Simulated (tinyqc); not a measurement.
Grain-boundary trapping model (Seto) of a polycrystalline semiconductor film: one step, computed by the program tinyqc. Command: `OMP_NUM_THREADS=1 python tinyqc.py 3010936 3010937 out.jsonl poly walk`. One thread of a shared host (Intel(R) Xeon(R) Processor @ 2.30GHz), about 0.01 s of CPU time with the checks.

Grains of equal size L are joined by thin boundaries with one trap level. Trapped carriers deplete a width W on each side and raise a barrier, crossed by thermionic emission. Dopants are fully ionised, statistics are non-degenerate and mu_g does not depend on T.

Task: Barrier. N_c(T) = N_c (T/300 K)^(3/2). Filled traps Q = Q_t/(1 + (1/2) exp((E_t* - E_F)/k_B T)), where E_t* = e V_B - E_t and E_F are counted from the band edge at the grain centre. Partial depletion: Q = 2 N W, V_B = e N W^2/(2 eps eps_0), E_F = k_B T ln(N/N_c); solve for W. If that W would exceed L/2 the grain is fully depleted: W = L/2, Q = N L, and E_F follows from the trap equation. Centre density n_0 = N_c exp(E_F/k_B T).

Inputs (values chosen for the exercise, modelled on polycrystalline SiGe): permittivity eps = 13.5; effective density of states at 300 K, N_c = 1.5e+19 1/cm^3; grain size L = 490 nm; trap density Q_t = 3.6e+12 1/cm^2; trap level E_t below the band edge = 0.51 eV; doping N = 1.4e+17 1/cm^3; temperature T = 300 K.

Grain interior: neglected.

Constants: k_B = 8.617333262e-05 eV/K; e = 1.602176634e-19 C; eps_0 = 8.8541878128e-12 F/m.

Give: depletion width W; barrier V_B; E_F; centre density n_0.

Result:

depletion width W = 65.77 nm

barrier V_B = 0.4059 V

E_F = -0.1208 eV

centre density n_0 = 1.40e+17 1/cm^3

The grain is partly depleted; 51.2 % of the traps are filled, and they hold 26.8 % of the carriers.
